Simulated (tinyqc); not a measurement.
Wavelength: periodic multilayer mirror for extreme ultraviolet light.

s polarisation, vacuum above. q_j = sqrt(N_j^2 - sin^2 theta); interface r_jk = (q_j - q_k)/(q_j + q_k) exp(-2 (2 pi/lam)^2 q_j q_k sg^2) (Nevot-Croce; sg = 0 if not given); phase factor of a layer x_j = exp(4 pi i q_j d_j/lam). Each period has the spacer (thickness (1 - Gm) L) on top of the absorber (Gm L). In this recursion R is the amplitude; R in tables and results is the reflectance, its squared modulus. The substrate is of the spacer material. Starting with R = 0 in it, each interface upward gives R -> (r + R x)/(1 + r R x), x that of the layer below the interface (1 for the substrate).

Parameters, chosen for this exercise (optical constants near those of Mo and Si at 13.5 nm; the results hold for these values, not for the real material): dA = (0.0743, 0.00679) (delta and beta of the absorber, N = 1 - delta + i beta); dS = (0.0009, 0.00177) (delta and beta of the spacer and the substrate); L = 7.02 nm (period); Gm = 0.47 (absorber share of the period); theta = 6 degrees (angle from the normal); sg = 0.4 nm (interface roughness); Np = 30 (periods).

The optical constants are held fixed.

Reflectance:
```
lam (nm)      R
12.9      0.055
13.1      0.298
13.2      0.472
13.3      0.576
13.4      0.634
13.5      0.663
13.6      0.665
13.7      0.629
13.8      0.516
13.9      0.274
14.0      0.044
14.1      0.056
14.2      0.102
14.3      0.078
```

Give the missing row, lam (nm) = 13.0.

Computed row:
```
lam (nm)      R
13.0      0.098
```

The largest value listed is 0.665 at 13.6 nm, against lam_B = 2 L Re(mean q) = 13.463 nm; the peak lies on the long side, where the nodes of the standing wave fall in the absorber. R exceeds half of that from 13.2 to 13.8 nm of the wavelengths listed, at least 4.4 % of the wavelength; a chain of ten mirrors narrows it, since R^10 falls to half where R has lost only 7 %.

Computed by tinyqc, a small Python program: `OMP_NUM_THREADS=1 python tinyqc.py 1651359 1651360 out.jsonl` (the numbers bound the seed that draws the inputs); one thread of a shared host (Intel(R) Xeon(R) Processor @ 2.30GHz), about 0.01 s for the whole set of steps.
